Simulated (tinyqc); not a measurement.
## Deep-level transient spectroscopy: the DLTS spectrum

Schottky contact on an n-type layer with shallow donors Nd (all ionised) and a donor-like deep trap, neutral when filled and positive when empty; depletion approximation. Traps within lam of the depletion edge stay filled. A long pulse to Vp fills the traps beyond x1 = Wp - lam; back at Vr those between x1 and x2 = Wr - lam emit. A rate window reads S = C(t2) - C(t1).

Emission rate en = sn vth(T) Nc(T) exp(-Et/kB T) = sn g T^2 exp(-Et/kB T), g = vth Nc/(300 K)^2, as vth goes as T^0.5 and Nc as T^1.5 (degeneracy factor 1). lam = sqrt(2 eps0 eps_r (EF - ET)/(q Nd)), EF - ET = Et - (kB T/q) ln(Nc(T)/Nd), Nc(T) = Nc (T/300 K)^1.5. In the steady state at the band bending V, 2 eps0 eps_r V/q = Nd W^2 + Nt (W - lam)^2 (the second term only if W > lam). W(t)^2 = Wr^2 + (Nt/Nd)(x2^2 - x1^2) exp(-en t), C = eps0 eps_r/W; for small Nt, dC/C = -(Nt/2 Nd) G exp(-en t) with G = (x2^2 - x1^2)/Wr^2. For an exponential transient S peaks where en = ew = ln(t2/t1)/(t2 - t1).

Inputs (values chosen for the exercise); material values close to those of silicon:
- eps_r = 11.9 (relative permittivity)
- Nc = 2.75e19 cm^-3 (conduction-band density of states at 300 K)
- vth = 2.3e7 cm/s (thermal velocity at 300 K)
- Nd = 7.6e14 cm^-3 (shallow donor density)
- Vbi = 0.66 V (built-in voltage)
- Et = 0.24 eV (depth of the trap below the conduction edge)
- sn = 6.8e-15 cm^2 (capture cross-section)
- Nt = 1.1e13 cm^-3 (trap density)
- Vr = 2.6 V (reverse bias)
- Vp = 0 V (reverse bias during the filling pulse)
- t1 = 1 ms (first sampling time)
- t2 = 5 ms (second sampling time)

Constants: q = 1.602176634e-19 C, kB = 1.380649e-23 J/K, eps0 = 8.8541878128e-14 F/cm where lengths are in cm. Results are converted to the units shown.

The DLTS spectrum:
```
T (K),en (1/s),S (pF/cm^2)
109,4.544,0.3174
113,12.07,0.8284
118,37.38,2.398
122,86.64,4.846
126,190.8,8.017
130,400.9,9.801
135,955.8,6.954
139,1835,2.971
143,3401,0.6246
148,7035,0.01663
152,1.218e4,9.792e-5
156,2.051e4,2.352e-8
```

What does the comparison show?

S goes from 0.317 through a maximum of 9.80 (at T = 130 K among the rows listed) to 2.35e-8 pF/cm^2; en equals ew = 402 1/s at 130.0 K. Colder, the trap has hardly emitted by t2; warmer, it is empty before t1. Rows above half of the largest S span 126 to 135 K. In 1 of the 12 rows T is below 110 K, where shallow donors begin to freeze out; the model keeps them ionised.

tinyqc, about 0.01 s, one thread, Intel Xeon 2.30GHz (shared host): `OMP_NUM_THREADS=1 python tinyqc.py 2050125 2050126 out.jsonl`
